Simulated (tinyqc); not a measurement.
Conductance of a narrow metal strip with scatterers (square lattice, Green functions): one step. Green function and transmission. Two cases, with inputs chosen for the exercise.

Question. E - en + 2 t z_n = 2t (z_n - cos(kn a)). Invert, form |t_nm|^2 = (2t)^2 Im(z_n) Im(z_m) |G_nm|^2 and sum. The added resistance is 1/(2 (e^2/h) T) less the same for the clean strip.

A strip of W sites across with hard walls, site energy 0 and hopping -t. Mode n = 1 to W has profile chi_n(j) = sqrt(2/(W + 1)) sin(n j pi/(W + 1)) and energy en = -2t cos(n pi/(W + 1)); E = en - 2t cos(kn a). With z_n = exp(i kn a) (Im k > 0 for closed modes, |z| < 1) each lead gives the self-energy -t z_n in mode n. One column carries the site energies v, here a notch at the edge (a site raised out of reach). In the mode basis V_nm = sum_j chi_n(j) v_j chi_m(j), G = (E - en + 2 t z_n - V)^-1, and t_nm = 2t sqrt(sin(kn a) sin(km a)) G_nm in size for open modes. T = sum |t_nm|^2, conductance (2e^2/h) T.

Constants: e^2/h = 3.874045865e-05 S.

Case 1.

Values chosen (out of a larger set: hopping and spacing of the size met in Cu or Al; the lattice is a model; not measured data): t = 1.5 eV (hopping).

Modes:
```
n    en (eV)   cos(k a)                     z  dE/dk (eV angstrom)
1  -2.427051  0.2409830  0.2409830+0.9705293i             7.016927
2  -0.927051  0.7409830  0.7409830+0.6715238i             4.855117
3   0.927051  1.3590170             0.4387305             0.000000
4   2.427051  1.8590170             0.2918718             0.000000
```

V (eV), lower triangle:
```
           n=1        n=2        n=3       n=4
n=1   6.909830
n=2  11.180340  18.090170
n=3  11.180340  18.090170  18.090170
n=4   6.909830  11.180340  11.180340  6.909830
```

Case 2.

Values chosen (out of a larger set: hopping and spacing of the size met in Cu or Al; the lattice is a model; not measured data): t = 1.47 eV (hopping).

Modes:
```
n    en (eV)    cos(k a)                      z  dE/dk (eV angstrom)
1  -2.078894  -0.6322768  -0.6322768+0.7747425i             5.580470
2   0.000000   0.0748299   0.0748299+0.9971963i             7.182805
3   2.078894   0.7819367   0.7819367+0.6233578i             4.490046
```

V (eV), lower triangle:
```
           n=1        n=2        n=3
n=1  12.500000
n=2  17.677670  25.000000
n=3  12.500000  17.677670  12.500000
```

Give: G; |t_nm|^2; T; added resistance.

Answer.

Case 1.

G (1/eV):
```
                 n=1              n=2              n=3              n=4
n=1  -0.0350-0.2995i  -0.0818+0.1029i   0.0751+0.0597i   0.0273+0.0217i
n=2  -0.0818+0.1029i  -0.1912-0.2557i   0.1756+0.1395i   0.0637+0.0506i
n=3   0.0751+0.0597i   0.1756+0.1395i  -0.2604-0.1281i   0.0370-0.0465i
n=4   0.0273+0.0217i   0.0637+0.0506i   0.0370-0.0465i  -0.1993-0.0169i
```

|t_nm|^2, lower triangle:
```
        n=1     n=2  n=3  n=4
n=1  0.7705
n=2  0.1013  0.4139
n=3       0       0    0
n=4       0       0    0    0
```

T = 1.3871
added resistance = 2852 ohm

Mode 2 passes least (0.515) and mode 1 most (0.872); 14.6 % of the transmitted flux changes mode.

Case 2.

G (1/eV):
```
                 n=1              n=2              n=3
n=1  -0.0055-0.3237i  -0.0061+0.1268i  -0.0069+0.1434i
n=2  -0.0061+0.1268i  -0.0067-0.2018i  -0.0076+0.1575i
n=3  -0.0069+0.1434i  -0.0076+0.1575i  -0.0086-0.3674i
```

|t_nm|^2, lower triangle:
```
        n=1     n=2     n=3
n=1  0.5436
n=2  0.1075  0.3505
n=3  0.0860  0.1337  0.4537
```

T = 2.0023
added resistance = 2144 ohm

Mode 2 passes least (0.592) and mode 1 most (0.737); 32.7 % of the transmitted flux changes mode.

Computed by tinyqc, one run a case: `OMP_NUM_THREADS=1 python tinyqc.py N N+1 out.jsonl` with N = 1480009, 1480345; one thread of a shared Intel(R) Xeon(R) Processor @ 2.30GHz, about 0.01 s a run at most.
